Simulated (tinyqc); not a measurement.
Width of the well: finite square well with mass mismatch (envelope functions).

A square well of width L and depth V0, mass mw inside and mb outside, energies from the bottom of the well, c = hbar^2/2m0. k = sqrt(mw E/c), kappa = sqrt(mb (V0 - E)/c). psi and psi'/m are continuous at the walls (BenDaniel-Duke), so level n solves k L + 2 atan[(k/mw)/(kappa/mb)] = n pi.

Constants: hbar^2/2m0 = 3.80998211 eV angstrom^2.

Parameters, chosen for this exercise (near those of the heavy valleys of a Si film in SiO2; not measured data): V0 = 3.262 eV (barrier height); mw = 0.91 m0 (mass in the well); mb = 0.498 m0 (mass in the barrier); Ls = (8, 10, 12, 16, 20, 24, 31) angstrom (widths).

Levels against L, beside the infinite well E1(hard) = c (pi/L)^2/mw; Pb is the probability of level 1 in the barriers; a dash marks an unbound level.

Levels:
```
L (angstrom)  bound levels  E1 (eV)  E2 (eV)  E1(hard) (eV)     Pb
8                        3   0.4345   1.6386         0.6457  0.026
10                       3   0.3004   1.1651         0.4132  0.014
12                       4   0.2197   0.8630         0.2870  0.009
16                       5   0.1319   0.5235         0.1614  0.004
20                       6   0.0878   0.3498         0.1033  0.002
24                       7   0.0626   0.2499         0.0717  0.001
31                       9   0.0387   0.1546         0.0430  0.001
```

The infinite well overestimates E1 by a factor 1.49 at 8 angstrom and 1.11 at 31 angstrom. The local exponent d ln E1/d ln L goes from -1.65 (first two rows) to -1.88 (last two), towards the -2 of hard walls, as Pb falls from 0.026 to 0.001. E2 - E1 is largest at 8 angstrom of the widths listed. Non-parabolicity, which grows with the level, already counts at a few tenths of an eV, and levels above about 0.5 eV lie beyond a parabolic band.

Computed by tinyqc, a small Python program: `OMP_NUM_THREADS=1 python tinyqc.py 1282515 1282516 out.jsonl` (the numbers bound the seed that draws the inputs); one thread of a shared host (Intel(R) Xeon(R) Processor @ 2.30GHz), about 0.02 s for the whole set of steps.
